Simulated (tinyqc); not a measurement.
Ferroelectric switching by domains, regions with a spread of times with Merz's law: two steps of the calculation.

A film poled to -Ps gets a pulse V of length t. Field E = V/d, characteristic time tau = t0 exp(Ea/E). The film consists of seven classes of regions, z = -3..3, with weights w_z proportional to exp(-z^2/2) and summing to one, and times tau_z = tau 10^(wd z); the switched share is f = sum w_z [1 - exp(-(t/tau_z)^m)]. P = Ps (2 f - 1).

Inputs (values chosen for the exercise):

| symbol | value | unit | meaning |
|---|---|---|---|
| Ps | 27 | uC/cm^2 | switchable polarisation |
| t0 | 0.21 | ns | time prefactor |
| Ea | 5300 | kV/cm | activation field |
| d | 5 | nm | film thickness |
| m | 2 |  | Avrami exponent |
| V | 0.61 | V | pulse voltage |
| wd | 0.9 | decades | spread of switching times |
| tp | 16 | ns | pulse length |

Question 1. Field and characteristic time. E = V/d, tau = t0 exp(Ea/E).

Give: E; tau.

Answer 1.

E = 1220.0 kV/cm
tau = 16.177 ns

Question 2. Switched share of each class after the pulse. w_z, tau_z and f_z = 1 - exp(-(tp/tau_z)^m); f = sum w_z f_z.

tau = 16.177389 ns

Give: w_z; tau_z; f_z; f; P after the pulse.

Answer 2.

```
z,w_z,tau_z (ns),f_z
-3,0.004433,0.03228,1.000
-2,0.05401,0.2564,1.000
-1,0.2420,2.037,1.000
0,0.3991,16.18,0.624
1,0.2420,128.5,0.015
2,0.05401,1021,0.000
3,0.004433,8108,0.000
```

f = 0.5532
P after the pulse = 2.874 uC/cm^2

tinyqc, about 0.01 s, one thread, Intel Xeon 2.30GHz (shared host): `OMP_NUM_THREADS=1 python tinyqc.py 2860068 2860069 out.jsonl`
